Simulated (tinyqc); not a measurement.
Thickness from two neighbouring fringes.

Question. At normal incidence a transparent film with an index between those of air and substrate, taken as constant, has reflectance minima at 2 n1 d = (m + 1/2) lam (small phase shifts at the substrate neglected). Find d and the order m of the shorter wavelength.

Parameters, values chosen for the exercise: index of the transparent film n1 = 1.288.

wavelengths of two neighbouring reflectance minima (nm): 461  592.71429

Answer. Neighbouring orders differ by one: 2 n1 d (1/lam1 - 1/lam2) = 1.

d = 805 nm
m = 4

Computed by the program tinyqc: `OMP_NUM_THREADS=1 python tinyqc.py 2870123 2870124 out.jsonl`, one thread of a shared Intel Xeon 2.30GHz, about 0.01 s for the whole run.
